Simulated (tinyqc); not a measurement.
Thin-film optics by transfer matrices: one step. Layer matrices and their product. Four cases, with inputs chosen for the exercise.

Task: Form each matrix and multiply from the top down.

Indices N = n + i k. Snell: N0 sin(theta) = N_j sin(theta_j), with Im(N_j cos theta_j) >= 0. Admittance y_j = N_j cos theta_j for s and N_j/cos theta_j for p. Phase delta_j = 2 pi N_j cos theta_j d_j/lambda. Layer matrix [[cos delta, -i sin delta/y], [-i y sin delta, cos delta]], multiplied from the top down to M. (B, C) = M (1, y_sub); r = (y0 B - C)/(y0 B + C), R = |r|^2, T = 4 Re y0 Re y_sub/|y0 B + C|^2, absorbed in the films 1 - R - T.

Give: matrix of film 1; matrix of film 2; matrix of film 3; M.

Case 1.

y_j: ambient 2.000000, film 1 1.798085, film 2 2.218801, film 3 1.815196, substrate 3.988192+0.019444i

delta_j (rad): film 1 0.108673, film 2 1.030719, film 3 0.793544

Result:

matrix of film 1:
```
          1         2
1    0.9941  -0.0603i
2  -0.1950i    0.9941
```

matrix of film 2:
```
          1         2
1    0.5142  -0.3865i
2  -1.9030i    0.5142
```

matrix of film 3:
```
          1         2
1    0.7013  -0.3927i
2  -1.2940i    0.7013
```

M:
```
          1         2
1   -0.2594  -0.4469i
2  -1.9610i   -0.4767
```

Case 2.

y_j: ambient 2.366202, film 1 1.862241, film 2 2.235274, film 3 1.862718, substrate 4.065057+0.019409i

delta_j (rad): film 1 0.212465, film 2 0.256746, film 3 1.217064

Result:

matrix of film 1:
```
          1         2
1    0.9775  -0.1132i
2  -0.3927i    0.9775
```

matrix of film 2:
```
          1         2
1    0.9672  -0.1136i
2  -0.5676i    0.9672
```

matrix of film 3:
```
          1         2
1    0.3464  -0.5036i
2  -1.7474i    0.3464
```

M:
```
          1         2
1   -0.0802  -0.5202i
2  -1.8979i   -0.1587
```

Case 3.

y_j: ambient 1.154701, film 1 1.777700+0.024626i, film 2 1.842553+0.276622i, film 3 1.562280, substrate 4.874955+2.608102i

delta_j (rad): film 1 5.869942+0.098343i, film 2 2.092376+0.371636i, film 3 0.080845

Result:

matrix of film 1:
```
                1               2
1  0.9203+0.0396i  0.0539+0.2262i
2  0.1504+0.7196i  0.9203+0.0396i
```

matrix of film 2:
```
                 1                2
1  -0.5331-0.3297i  -0.1745-0.4772i
2  -0.0925-1.7616i  -0.5331-0.3297i
```

matrix of film 3:
```
          1         2
1    0.9967  -0.0517i
2  -0.1262i    0.9967
```

M:
```
                 1                2
1  -0.1574-0.4268i  -0.1183-0.5782i
2   0.0753-2.0310i  -0.2662-0.5274i
```

Case 4.

y_j: ambient 1.000000, film 1 1.637000, film 2 1.658000+0.021000i, film 3 1.437000, substrate 3.633000+2.996000i

delta_j (rad): film 1 3.119795, film 2 1.306716+0.016551i, film 3 3.080964

Result:

matrix of film 1:
```
          1         2
1   -0.9998  -0.0133i
2  -0.0357i   -0.9998
```

matrix of film 2:
```
                1                2
1  0.2611-0.0160i  -0.0048-0.5822i
2  0.0274-1.6007i   0.2611-0.0160i
```

matrix of film 3:
```
          1         2
1   -0.9982  -0.0422i
2  -0.0871i   -0.9982
```

M:
```
                1                2
1  0.3322-0.0160i  -0.0039-0.5657i
2  0.0294-1.5635i   0.3483-0.0149i
```

Each matrix has determinant 1, and so has M.

Computed by tinyqc, one run a case: `OMP_NUM_THREADS=1 python tinyqc.py N N+1 out.jsonl` with N = 1680462, 1680486, 1680697, 1680744; one thread of a shared Intel(R) Xeon(R) Processor @ 2.30GHz, about 0.01 s a run at most.
